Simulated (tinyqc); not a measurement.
Vacuum evaporation: vapour pressure, source flux, thickness distribution, purity and step coverage: one step, computed by the program tinyqc.

Molecular flow, unit sticking of the metal, no re-evaporation. The background gas is taken as water vapour (18.015 g/mol, collision diameter 0.37 nm) at 300 K.

Question. Vapour pressure and flux. log10(p_v/Pa) = A - B/T; flux from the surface Phi = p_v/sqrt(2 pi m k_B T), m = M u. Mass loss = Phi x area x m; heat of evaporation = ln(10) R B; d ln Phi/dT = ln(10) B/T^2 - 1/(2 T).

Inputs (values chosen for the exercise, modelled on gallium, with constants for the liquid): molar mass M = 69.72 g/mol; vapour-pressure constant A = 10.68; vapour-pressure constant B = 13950 K; source temperature T = 1220 K; source area = 1.9 cm^2.

Constants: u = 1.6605390666e-27 kg; k_B = 1.380649e-23 J/K; R = 8.314462618 J/(mol K).

Give: vapour pressure p_v; flux Phi; mass loss; heat of evaporation; change of flux per kelvin.

Answer.

vapour pressure p_v = 0.1760 Pa

flux Phi = 1.590e+17 1/(cm^2 s)

mass loss = 0.1259 g/h

heat of evaporation = 267.1 kJ/mol

change of flux per kelvin = 2.117 %/K

Holding the rate to 1 % needs the temperature to about 0.47 K.
